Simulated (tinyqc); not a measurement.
Inside a calculation. Method: coupled-perturbed Hartree-Fock on RHF in the sto-3g basis, for H2, spin multiplicity 1. One step of it, computed by the program tinyqc.

Task: Response to a field: uncoupled start. Field along z; U_ai = -mu_ai / (e_a - e_i), alpha = -4 sum U_ai mu_ai.

orbital energies (hartree): MO1 -0.465385, MO2 0.418746

dipole integrals <a|z|i> (bohr):
```
           i1
a2  -1.130582
```

Give: uncoupled U; uncoupled polarisability.

Result:

uncoupled U:
```
        i1
a2  1.2788
```

uncoupled polarisability = 5.7829 bohr^3
